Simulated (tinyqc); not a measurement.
# Worked calculation: junctionless gate-all-around wire, depletion approximation

tinyqc, about 0.01 s, one thread, Intel Xeon 2.30GHz (shared host): `OMP_NUM_THREADS=1 python tinyqc.py 2460035 2460036 out.jsonl` Printed values are rounded.

A uniformly doped n-type wire of radius R under a surrounding gate; long channel. Below flat band a shell from radius rc to R is fully depleted and the neutral core, at channel potential V (0 at the source, Vd at the drain), carries the current with constant mobility; s = (rc/R)^2 is the share of the cross-section that conducts. The edge of the depleted shell is taken as abrupt, so there is no subthreshold current.

Parameters, values chosen for the exercise; material values those of a made-up semiconductor:
- eps_r = 7.96 (relative permittivity of the semiconductor)
- eox = 22 (relative permittivity of the gate insulator)
- tox = 4.9 nm (insulator thickness)
- R = 4 nm (wire radius)
- Nd = 1.6e19 cm^-3 (donor density)
- Vfb = 1 V (flat-band voltage)
- Vg = 0.89 V (gate voltage)

Constants: q = 1.602176634e-19 C, eps0 = 8.8541878128e-14 F/cm where lengths are in cm. Results are converted to the units shown.

## Voltages that deplete the wire

Cox = eps0 eox/(R ln(1 + tox/R)); A = q Nd R^2/(4 eps0 eps_r); B = q Nd R/(2 Cox); VT = Vfb - A - B.

Cox = 6.089104 uF/cm^2
A = 0.1454885 V
B = 0.08419900 V
VT = 0.7703125 V

Of the 0.230 V needed, 36.7 % drops over the insulator. The device is normally off.

## Iteration 1: conducting share at the source by Newton steps

s at the start = 1

With V = 0: f = A (1 - s + s ln s) + B (1 - s) - (Vfb - Vg); f' = A ln s - B; s(new) = s - f/f'.

f = -0.11 V
f' = -0.08419900 V
s after iteration 1 = -0.3064287

## Course of the iteration: conducting share at the source by Newton steps

Stop when s changes by less than 1e-11, or after 30 iterations. s must stay positive.

Course of the iteration:

| iteration | s | \|change\| |
|---|---|---|
| 1 | -0.3064287 | 1.31 |

Stopped after 1 iteration(s) without a result. The last step lands on s = -0.3064, below zero, where ln s is not defined: f is flatter at the start than near the root, so the tangent reaches too far. A rerun with the start s = 0.2 converges in 5 iterations.
